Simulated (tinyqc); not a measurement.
# Gain factor and gap resistance from two string resistances

Problem. At small bit-line voltage each of the 96 cells has the resistance 1/(K x) at overdrive x (no mobility reduction) in series with a gap resistance Rg. Find K, Rg and the share of the gaps at the higher overdrive.

resistance of a string of 96 equal cells at overdrives of 3.8 and 7.9 V (kohm): 4127.5700  2732.7552

Solution. The resistance per cell is a straight line in 1/x with slope 1/K and intercept Rg.

K = 9.40 uA/V^2
Rg = 15.0 kohm
share of the gaps = 52.7 %

Computed by the program tinyqc: `OMP_NUM_THREADS=1 python tinyqc.py 2142249 2142250 out.jsonl`, one thread of a shared Intel Xeon 2.30GHz, about 1 s for the whole run.
